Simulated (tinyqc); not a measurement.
Inside a calculation. Model: surface potential of a MOS transistor: implicit equation and explicit approximations.

tinyqc, about 0.01 s, one thread, Intel Xeon 2.30GHz (shared host): `OMP_NUM_THREADS=1 python tinyqc.py 2122203 2122204 out.jsonl` Printed values are rounded.

p-type body, charge-sheet picture, depletion and inversion only, full ionisation (an idealisation for deep acceptors), Boltzmann statistics (rough once Na exp(x - xn) passes about Nc/7). In units of Vt: xg = (Vg - Vfb)/Vt, x = psi/Vt, G = gamma/sqrt(Vt), xn = (2 phiF + Vc)/Vt. The implicit equation is (xg - x)^2 = G^2 [x - 1 + exp(x - xn)] for x above about 3. Cox = eps0 eox/tox.

Parameters, values chosen for the exercise; band and dielectric values close to those of silicon: temperature T = 300 K; band gap Eg = 1.11 eV; relative permittivity eps_r = 11.5; conduction-band density of states at T Nc = 2.77e19 cm^-3; valence-band density of states at T Nv = 2.67e19 cm^-3; relative permittivity of the gate insulator (close to silicon dioxide) eox = 3.9; insulator thickness tox = 21 nm; acceptor density Na = 6.3e16 cm^-3; flat-band voltage Vfb = -0.41 V; channel-body voltage Vc = 0.5 V; gate-body voltage Vg = 1.77 V.

Constants: q = 1.602176634e-19 C, kB = 1.380649e-23 J/K, Vt = kB T/q, eps0 = 8.8541878128e-14 F/cm where lengths are in cm. Results are converted to the units shown.

## Scales

ni = sqrt(Nc Nv) exp(-Eg/(2 Vt)), Eg in volts; phiF = Vt ln(Na/ni); gamma = sqrt(2 q eps0 eps_r Na)/Cox; VT = Vfb + Vt (xn + G sqrt(xn - 1)).

phiF = 0.3981386 V
gamma = 0.8719061 V^0.5
G = 5.422788
xn = 50.14224
VT = 1.869030 V
xg = 84.32617

## Explicit approximation

Depletion value a = 1 + [sqrt(G^2/4 + xg - 1) - G/2]^2; inversion value b = xn + ln[(xg - xn)^2/G^2 - xn + 1] and first guess y = min(a, b) - ln(1 + exp(-|a - b|)) if a > xn + 1, else b = y = a; one second-order correction with D = exp(y - xn), p = 2 (xg - y) + G^2 (1 + D), w = (xg - y)^2 - G^2 (y - 1 + D): z = y + 2 w/(p + sqrt(p^2 - 2 (2 - G^2 D) w)), or the Newton step z = y + w/p where the root is not real.

a = 47.39103
b = 47.39103
y = 47.39103
p = 105.1545
w = -1.877628
z = 47.37318

The root of the implicit equation is x = 47.3732; y misses it by 0.018 and z by -1.7e-8, in units of Vt.

## Starting value

x = a rounded to two decimals.

x at the start = 47.39

## Iteration 1: new x

D = exp(x - xn), f = (xg - x)^2 - G^2 (x - 1 + D), f' = -2 (xg - x) - G^2 (1 + D), x(new) = x - f/f'.

D = 0.06378460
f = -1.769045
f' = -105.1547
x after iteration 1 = 47.37318

## Iteration 2: new x

As before.

D = 0.06272051
f = 1.907345e-5
f' = -105.1570
x after iteration 2 = 47.37318

## Course of the iteration

Stop when the step is below 1e-11, or after 60 iterations.

Course of the iteration:
```
iteration,x before the step,step
1,47.39,-0.0168
2,47.37318,1.81e-7
3,47.37318,0
```

Converged in 3 iterations.

## Potential, charges and gate control

converged x = 47.37318

psi = Vt x; N_dep = Cox Vt G sqrt(x - 1)/q; N_inv = (Cox Vt G/q) [sqrt(x - 1 + exp(x - xn)) - sqrt(x - 1)]; dpsi/dVg = 1/[1 + G^2 (1 + exp(x - xn))/(2 (xg - x))].

psi = 1.224691 V
N_dep = 9.797919e11 cm^-2
N_inv = 6.6237e8 cm^-2
dpsi/dVg = 0.7028155

psi lies 2.8 Vt below 2 phiF + Vc.
